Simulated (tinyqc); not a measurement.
From results back to parameters: polytypes by hexagonality, and a cubic inclusion as a quantum well. Three cases, with inputs chosen for the exercise.

Problem. A square well of depth V with masses m_w inside and m_b outside (first and second entry of m) binds its lowest level at the given depth below the barrier: k tan(k L/2) = (m_w/m_b) q, k = sqrt(m_w E/c), q = sqrt(m_b (V - E)/c), c = hbar^2/2m0. How many double layers wide is it?

Constants: hbar^2/2m0 = 3.80998211 eV angstrom^2.

Case 1.

Values chosen (out of a larger set: of the order of those of GaN; not measured data): m = (0.201, 0.207) m0 (electron mass along c in the cubic layer and in the host); d = 2.583 angstrom (thickness of a double layer).

V = 0.32800 eV
depth V - E = 0.03370 eV

Case 2.

Values chosen (out of a larger set: of the order of those of SiC; not measured data): m = (0.323, 0.342) m0 (electron mass along c in the cubic layer and in the host); d = 2.522 angstrom (thickness of a double layer).

V = 0.64700 eV
depth V - E = 0.34593 eV

Case 3.

Values chosen (out of a larger set: of the order of those of SiC; not measured data): m = (0.288, 0.329) m0 (electron mass along c in the cubic layer and in the host); d = 2.527 angstrom (thickness of a double layer).

V = 0.75040 eV
depth V - E = 0.20100 eV

Find: k; q; L; N.

Solution. L = (2/k) arctan((m_w/m_b) q/k), and N = L/d.

Case 1.

k = 0.1246 1/angstrom
q = 0.0428 1/angstrom
L = 5.17 angstrom
N = 2.0

Case 2.

k = 0.1598 1/angstrom
q = 0.1762 1/angstrom
L = 10.09 angstrom
N = 4.0

Case 3.

k = 0.2038 1/angstrom
q = 0.1317 1/angstrom
L = 5.05 angstrom
N = 2.0

Computed by tinyqc, one run a case: `OMP_NUM_THREADS=1 python tinyqc.py N N+1 out.jsonl` with N = 1880486, 1880494, 1880505; one thread of a shared Intel(R) Xeon(R) Processor @ 2.30GHz, about 0.05 s a run at most.
